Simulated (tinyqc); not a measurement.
# Phase-change memory cell, resistance drift and retention: drift of neighbouring levels

The amorphous state follows Ra = R0 (t/t0)^nu exp[(q Ec/kB)(1/T - 1/(300 K))], with nu taken as independent of T. An intermediate level follows the logarithmic mixing rule ln R = (1 - fa) ln Rc + fa ln Ra with constant Rc. The time to lose the data by crystallisation is tr = tx exp[(q Ex/kB)(1/T - 1/Tx)]; 1 year = 3.15576e7 s. These are empirical laws.

Two intermediate levels, fa and 0.54, and the amorphous state at temperature T. A fixed threshold is set at the geometric mean of the two intermediate levels at t0.

Values chosen for this exercise; values of the order found in chalcogenide phase-change cells: resistance of the amorphous state at t0 and 300 K R0 = 11 Mohm; reference time t0 = 0.001 s; drift exponent nu = 0.055; activation energy of conduction Ec = 0.16 eV; operating temperature T = 398 K; amorphous share of an intermediate level fa = 0.39; resistance of the crystalline state Rc = 13 kohm.

Constants: q = 1.602176634e-19 C, kB = 1.380649e-23 J/K. Results are converted to the units shown.

Drift of neighbouring levels:
```
t (s)	lower level (Mohm)	upper level (Mohm)	Ra (Mohm)	lower level/threshold
0.001	0.09943	0.2175	2.396	0.6762
0.01	0.1045	0.2328	2.720	0.7104
0.1	0.1098	0.2493	3.087	0.7464
1	0.1153	0.2670	3.504	0.7842
10	0.1212	0.2859	3.977	0.8239
100	0.1273	0.3061	4.514	0.8656
1000	0.1337	0.3278	5.123	0.9095
10000	0.1405	0.3510	5.815	0.9555
1e5	0.1476	0.3758	6.600	1.004
```

Read the table: what changes, and by how much?

Over eight decades Ra grows by a factor of 2.75, the upper level by 1.73 and the lower by 1.48, so their ratio widens from 2.19 to 2.55. The lower level crosses the fixed threshold by t = 1e5 s among the rows and would then be misread.

Computed by the program tinyqc: `OMP_NUM_THREADS=1 python tinyqc.py 2880124 2880125 out.jsonl`, one thread of a shared Intel Xeon 2.30GHz, about 0.01 s for the whole run.
